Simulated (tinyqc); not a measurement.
Doping and flat-band voltage from the body effect.

Problem. VT = Vfb + 2 phiF + gamma sqrt(2 phiF + Vsb), phiF = Vt ln(Na/ni), gamma = sqrt(2 q eps0 eps_r Na)/Cox, Cox = eps0 eox/tox. Find Na, gamma and Vfb from two thresholds.

Parameters, values chosen for the exercise; material values close to those of silicon:
- T = 250 K (temperature)
- eps_r = 11.9 (relative permittivity of the semiconductor)
- eox = 8.59 (relative permittivity of the gate insulator)
- tox = 21 nm (insulator thickness)

Constants: q = 1.602176634e-19 C, kB = 1.380649e-23 J/K, Vt = kB T/q, eps0 = 8.8541878128e-14 F/cm where lengths are in cm. Results are converted to the units shown.

VT at Vsb = 0 and 1.8 V (V): 0.42191064  0.68305828
ni = 8.4746049e7 cm^-3

Answer. The difference of the thresholds, gamma [sqrt(2 phiF + Vsb) - sqrt(2 phiF)], holds no Vfb and rises with Na, so it has one root; Vfb then follows from the first threshold.

Na = 5.400e16 cm^-3
gamma = 0.3728 V^0.5
Vfb = -0.8000 V

Numbers from tinyqc (`OMP_NUM_THREADS=1 python tinyqc.py 2360038 2360039 out.jsonl`; about 0.05 s on one thread of a shared Intel Xeon 2.30GHz).
